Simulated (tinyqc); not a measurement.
Ellipsoidal valleys in the axes of a wafer and a channel: one step. Subbands and shares in a film. Two cases, with inputs chosen for the exercise.

Problem. Give the ladders, the shares and the mean conductivity mass.

Hard walls: E_n = c (n pi/t)^2/mz, c = hbar^2/2m0, n = 1, 2, 3. Non-degenerate share of a valley proportional to md sum_n exp(-E_n/kT); mean 1/mc = sum of share/mc. 1 nm = 10 angstrom.

Constants: hbar^2/2m0 = 3.80998211 eV angstrom^2; kB = 8.617333262e-05 eV/K.

Give: Subbands; mean mc.

Case 1.

Values chosen (out of a larger set: near those of the L valleys of Ge; not measured data): t = 2.7 nm (thickness of the film); T = 300 K (temperature).

Masses (m0):

| valley | mz | md | mc | mx | my |
|---|---|---|---|---|---|
| [111] | 0.117084 | 0.296288 | 1.097333 | 1.097333 | 0.080000 |
| [1-1-1] | 0.117084 | 0.296288 | 1.097333 | 1.097333 | 0.080000 |
| [-11-1] | 0.117084 | 0.296288 | 0.080000 | 0.080000 | 1.097333 |
| [-1-11] | 0.117084 | 0.296288 | 0.080000 | 0.080000 | 1.097333 |

Solution.

Subbands:

| valley | E1 (meV) | E2 (meV) | E3 (meV) | share |
|---|---|---|---|---|
| [111] | 440.6 | 1762.2 | 3965.0 | 0.250 |
| [1-1-1] | 440.6 | 1762.2 | 3965.0 | 0.250 |
| [-11-1] | 440.6 | 1762.2 | 3965.0 | 0.250 |
| [-1-11] | 440.6 | 1762.2 | 3965.0 | 0.250 |

mean mc = 0.1491 m0

The lowest ladder ([111], [1-1-1], [-11-1] and [-1-11]) holds 100 % of the electrons in these valleys: all valleys have the same mz and md on this face, though not always the same mc. Energies of several hundred meV lie beyond the parabolic range, and real barriers are finite, so these are upper bounds.

Case 2.

Values chosen (out of a larger set: near those of the L valleys of GaAs; not measured data): t = 5.5 nm (thickness of the film); T = 77 K (temperature).

Masses (m0):

| valley | mz | md | mc | mx | my |
|---|---|---|---|---|---|
| [111] | 0.206166 | 0.226237 | 0.074000 | 0.074000 | 0.691667 |
| [1-1-1] | 0.074000 | 0.377622 | 0.206166 | 1.309333 | 0.108909 |
| [-11-1] | 0.074000 | 0.377622 | 0.206166 | 1.309333 | 0.108909 |
| [-1-11] | 0.206166 | 0.226237 | 0.074000 | 0.074000 | 0.691667 |

Solution.

Subbands:

| valley | E1 (meV) | E2 (meV) | E3 (meV) | share |
|---|---|---|---|---|
| [111] | 60.3 | 241.2 | 542.7 | 0.500 |
| [1-1-1] | 168.0 | 671.9 | 1511.8 | 0.000 |
| [-11-1] | 168.0 | 671.9 | 1511.8 | 0.000 |
| [-1-11] | 60.3 | 241.2 | 542.7 | 0.500 |

mean mc = 0.0740 m0

The lowest ladder ([111] and [-1-11]) holds 100 % of the electrons in these valleys, the next starts 108 meV higher.

Computed by tinyqc, one run a case: `OMP_NUM_THREADS=1 python tinyqc.py N N+1 out.jsonl` with N = 1880481, 1880623; one thread of a shared Intel(R) Xeon(R) Processor @ 2.30GHz, about 0.01 s a run at most.
